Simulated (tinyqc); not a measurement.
Worked calculation: Hueckel theory of the pi electrons with the omega technique, for the molecule O=C1C=CC(=O)C=C1 (SMILES; centres numbered as the heavy atoms are written). One step of it, computed by the program tinyqc.

Problem. Omega technique, round 1. h_r = h_r(0) + omega q_r, omega = 0.6, with q_r = z_r - P_rr; 0.3 of the old diagonal is kept.

Hueckel matrix in units of beta (H = alpha + beta A):
```
          1O        2C        3C        4C        5C        6O        7C        8C
1O  1.000000  1.000000  0.000000  0.000000  0.000000  0.000000  0.000000  0.000000
2C  1.000000  0.000000  1.000000  0.000000  0.000000  0.000000  0.000000  1.000000
3C  0.000000  1.000000  0.000000  1.000000  0.000000  0.000000  0.000000  0.000000
4C  0.000000  0.000000  1.000000  0.000000  1.000000  0.000000  0.000000  0.000000
5C  0.000000  0.000000  0.000000  1.000000  0.000000  1.000000  1.000000  0.000000
6O  0.000000  0.000000  0.000000  0.000000  1.000000  1.000000  0.000000  0.000000
7C  0.000000  0.000000  0.000000  0.000000  1.000000  0.000000  0.000000  1.000000
8C  0.000000  1.000000  0.000000  0.000000  0.000000  0.000000  1.000000  0.000000
```

charge and bond-order matrix P:
```
           1O         2C         3C         4C         5C         6O         7C         8C
1O   1.399832   0.725205   0.036107  -0.276990  -0.170505   0.359284  -0.276990   0.036107
2C   0.725205   0.746841   0.412108   0.142592  -0.024191  -0.170505   0.142592   0.412108
3C   0.036107   0.412108   0.926663   0.832453   0.142592  -0.276990  -0.167547  -0.073337
4C  -0.276990   0.142592   0.832453   0.926663   0.412108   0.036107  -0.073337  -0.167547
5C  -0.170505  -0.024191   0.142592   0.412108   0.746841   0.725205   0.412108   0.142592
6O   0.359284  -0.170505  -0.276990   0.036107   0.725205   1.399832   0.036107  -0.276990
7C  -0.276990   0.142592  -0.167547  -0.073337   0.412108   0.036107   0.926663   0.832453
8C   0.036107   0.412108  -0.073337  -0.167547   0.142592  -0.276990   0.832453   0.926663
```

Centres:

| centre | z_r, pi electrons of the neutral centre | h |
|---|---|---|
| 1O | 1 | 1.000000 |
| 2C | 1 | 0.000000 |
| 3C | 1 | 0.000000 |
| 4C | 1 | 0.000000 |
| 5C | 1 | 0.000000 |
| 6O | 1 | 1.000000 |
| 7C | 1 | 0.000000 |
| 8C | 1 | 0.000000 |

Give: matrix after round 1.

Solution.

matrix after round 1:
```
        1O      2C      3C      4C      5C      6O      7C      8C
1O  0.8321  1.0000  0.0000  0.0000  0.0000  0.0000  0.0000  0.0000
2C  1.0000  0.1063  1.0000  0.0000  0.0000  0.0000  0.0000  1.0000
3C  0.0000  1.0000  0.0308  1.0000  0.0000  0.0000  0.0000  0.0000
4C  0.0000  0.0000  1.0000  0.0308  1.0000  0.0000  0.0000  0.0000
5C  0.0000  0.0000  0.0000  1.0000  0.1063  1.0000  1.0000  0.0000
6O  0.0000  0.0000  0.0000  0.0000  1.0000  0.8321  0.0000  0.0000
7C  0.0000  0.0000  0.0000  0.0000  1.0000  0.0000  0.0308  1.0000
8C  0.0000  1.0000  0.0000  0.0000  0.0000  0.0000  1.0000  0.0308
```
